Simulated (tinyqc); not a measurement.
# Worked calculation: resistance of a tapered via with liner, size effect and interface

tinyqc, about 0.01 s, one thread, Intel Xeon 2.30GHz (shared host): `OMP_NUM_THREADS=1 python tinyqc.py 2750074 2750075 out.jsonl` Printed values are rounded.

A round via whose diameter grows from db at the bottom as D(z) = db + 2 z/tan(ang). The fill, of diameter D - 2 tl, starts above the bottom liner (thickness fb tl) and has rho = rho0 (1 + ks lam/(D - 2 tl)); the sidewall liner conducts in parallel with it. The bottom liner and the interface are crossed over the full area pi db^2/4. Spreading in the lines above and below is left out.

Inputs (values chosen for the exercise); fill metal close to cobalt:

| symbol | value | unit | meaning |
|---|---|---|---|
| db | 26 | nm | diameter at the bottom |
| hv | 100 | nm | height |
| ang | 85 | degrees | sidewall angle |
| rho0 | 6.02 | uohm cm | bulk resistivity of the fill |
| lam | 11.8 | nm | mean free path of the fill |
| ks | 1.2 |  | size-effect factor |
| tl | 1 | nm | liner on the sidewall |
| fb | 1 |  | liner at the bottom over that on the sidewall |
| rl | 220 | uohm cm | resistivity of the liner |
| ri | 4.3e-12 | ohm cm^2 | interface resistivity at the bottom |
| Sb | 1e15 | S/m^2 | ballistic conductance per area, about 3/(4 rho0 lam) |

## Slices of the via

Slices between z0 = fb tl and hv, evaluated at their midpoints: conductance per length pi/4 [(D - 2 tl)^2/rho + (D^2 - (D - 2 tl)^2)/rl], slice resistance = slice height over that. 10 slices.

```
slice  z (nm)   D (nm)  rho (uohm cm)  slice resistance (ohm)
0        5.95  27.0411        9.42413                 1.88105
1       15.85  28.7734        9.20388                 1.60806
2       25.75  30.5057        9.01039                 1.38948
3       35.65  32.2379        8.83908                 1.21191
4       45.55  33.9702        8.68633                 1.06582
5       55.45  35.7025        8.54928                0.944264
6       65.35  37.4348        8.42564                0.842098
7       75.25  39.1670        8.31352                0.755447
8       85.15  40.8993        8.21138                0.681351
9       95.05  42.6316        8.11795                0.617520
```

## Total resistance

R_fill = sum of the slices; R_bottom = rl fb tl/(pi db^2/4); R_interface = ri/(pi db^2/4); ballistic (Sharvin) limit 1/(Sb pi (db - 2 tl)^2/4); ideal cylinder rho0 hv/(pi db^2/4).

parts (ohm): fill 10.9970, bottom liner 4.14368, interface 0.809901
R = 15.9506 ohm
shares (%): fill 68.9442, bottom liner 25.9782, interface 5.0776
ballistic limit = 2.21049 ohm
ideal cylinder = 11.3386 ohm

The fill is the largest part, and R is 1.41 times the ideal cylinder. With 2000 slices R = 15.963 ohm.
